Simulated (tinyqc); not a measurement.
Deep level with several charge states, and Shockley-Read-Hall recombination: one step. The neutral state. Four cases, with inputs chosen for the exercise.

Task: Solve for EF.

Energies from Ev. The defect has charge states 0, -1, -2 with weights 1, gm exp((EF - E1)/kT), exp((2 EF - E1 - E2)/kT); the shares are the weights over their sum. Boltzmann carriers: n = Nc exp((EF - Eg)/kT), p = Nv exp(-EF/kT). Neutrality: p - n + Nd + Nt <q> = 0.

Constants: kB = 8.617333262e-05 eV/K.

Give: EF; shares at EF; n; p.

Case 1.

Values chosen (gap and densities of states near those of SiC at this temperature; not measured data): Eg = 3.198 eV (gap); Nc = 3.36e+19 1/cm^3 (conduction-band density of states); Nv = 6.07e+19 1/cm^3 (valence-band density of states); T = 450 K; E1 = 1.492 eV (level (0/-1) above Ev); E2 = 1.847 eV (level (-1/-2) above Ev); gm = 2 (degeneracy of the middle state, the others 1); Nt = 2.4e+15 1/cm^3 (defects); Nd = 1.1e+15 1/cm^3 (ionised shallow donors minus acceptors).

Result:

EF = 1.4586 eV

shares at EF: 0 0.542, -1 0.458, -2 0.000

n = 1.11 1/cm^3
p = 2.80e+03 1/cm^3

Without the defects the majority density would be 1.10e+15 1/cm^3; with them the density of these carriers is 1.11e+00, below that of the other kind: the type has inverted, so the defects more than cancel the doping. Most defects are in the state 0.

Case 2.

Values chosen (gap and densities of states near those of Si at this temperature; not measured data): Eg = 1.113 eV (gap); Nc = 3.48e+19 1/cm^3 (conduction-band density of states); Nv = 1.43e+19 1/cm^3 (valence-band density of states); T = 350 K; E1 = 0.537 eV (level (0/-1) above Ev); E2 = 0.594 eV (level (-1/-2) above Ev); gm = 1 (degeneracy of the middle state, the others 1); Nt = 7.7e+15 1/cm^3 (defects); Nd = -1e+15 1/cm^3 (ionised shallow donors minus acceptors).

Result:

EF = 0.2885 eV

shares at EF: 0 1.000, -1 0.000, -2 0.000

n = 4.67e+07 1/cm^3
p = 1.00e+15 1/cm^3

Without the defects the majority density would be 1.00e+15 1/cm^3; with them the density of these carriers is 1.00e+15, nearly the same. Most defects are in the state 0.

Case 3.

Values chosen (gap and densities of states near those of SiC at this temperature; not measured data): Eg = 3.144 eV (gap); Nc = 3.38e+19 1/cm^3 (conduction-band density of states); Nv = 5.66e+19 1/cm^3 (valence-band density of states); T = 450 K; E1 = 1.364 eV (level (0/-1) above Ev); E2 = 2.342 eV (level (-1/-2) above Ev); gm = 1 (degeneracy of the middle state, the others 1); Nt = 1.1e+16 1/cm^3 (defects); Nd = 1.4e+17 1/cm^3 (ionised shallow donors minus acceptors).

Result:

EF = 2.9246 eV

shares at EF: 0 0.000, -1 0.000, -2 1.000

n = 1.18e+17 1/cm^3
p = 9.97e-14 1/cm^3

Without the defects the majority density would be 1.40e+17 1/cm^3; with them the density of these carriers is 1.18e+17, so they compensate part of the doping. Most defects are in the state -2.

Case 4.

Values chosen (gap and densities of states near those of Si at this temperature; not measured data): Eg = 1.13 eV (gap); Nc = 2.05e+19 1/cm^3 (conduction-band density of states); Nv = 8.62e+18 1/cm^3 (valence-band density of states); T = 250 K; E1 = 0.457 eV (level (0/-1) above Ev); E2 = 0.815 eV (level (-1/-2) above Ev); gm = 2 (degeneracy of the middle state, the others 1); Nt = 9e+14 1/cm^3 (defects); Nd = 1.4e+16 1/cm^3 (ionised shallow donors minus acceptors).

Result:

EF = 0.9700 eV

shares at EF: 0 0.000, -1 0.001, -2 0.999

n = 1.22e+16 1/cm^3
p = 0.240 1/cm^3

Without the defects the majority density would be 1.40e+16 1/cm^3; with them the density of these carriers is 1.22e+16, so they compensate part of the doping. Most defects are in the state -2.

Computed by tinyqc, one run a case: `OMP_NUM_THREADS=1 python tinyqc.py N N+1 out.jsonl` with N = 1651975, 1652181, 1652710, 1680490; one thread of a shared Intel(R) Xeon(R) Processor @ 2.30GHz, about 0.01 s a run at most.
